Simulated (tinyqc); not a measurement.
## Sharing a fixed EOT between the layers

Without charge in the stack, a voltage of 1.2 V over an EOT of 3.8 nm gives F1 = (V/EOT)(3.9/e1) and F2 = F1 e1/e2; t2 = e2 (EOT/3.9 - t1/e1).

Inputs (values chosen for the exercise): relative permittivity of layer 1 e1 = 3.93; relative permittivity of layer 2 e2 = 9.16.

Sharing a fixed EOT between the layers:

| t1 (nm) | t2 (nm) | physical thickness (nm) | drop over layer 1 (V) | drop over layer 2 (V) |
|---|---|---|---|---|
| 0 | 8.925 | 8.925 | 0 | 1.200 |
| 0.46 | 7.853 | 8.313 | 0.1442 | 1.056 |
| 0.93 | 6.757 | 7.687 | 0.2914 | 0.9086 |
| 1.39 | 5.685 | 7.075 | 0.4356 | 0.7644 |
| 1.86 | 4.590 | 6.450 | 0.5829 | 0.6171 |
| 2.32 | 3.518 | 5.838 | 0.7270 | 0.4730 |
| 2.79 | 2.422 | 5.212 | 0.8743 | 0.3257 |
| 3.25 | 1.350 | 4.600 | 1.018 | 0.1815 |

What does the comparison show?

Each 0.1 nm of layer 1 costs 0.233 nm of layer 2, so the physical thickness falls from 8.93 to 4.60 nm. The fields do not change, 3.13 MV/cm in layer 1 and 1.34 MV/cm in layer 2, and layer 1 takes half of the voltage at t1 = 1.91 nm.

Computed by the program tinyqc: `OMP_NUM_THREADS=1 python tinyqc.py 2010084 2010085 out.jsonl`, one thread of a shared Intel Xeon 2.30GHz, about 0.01 s for the whole run.
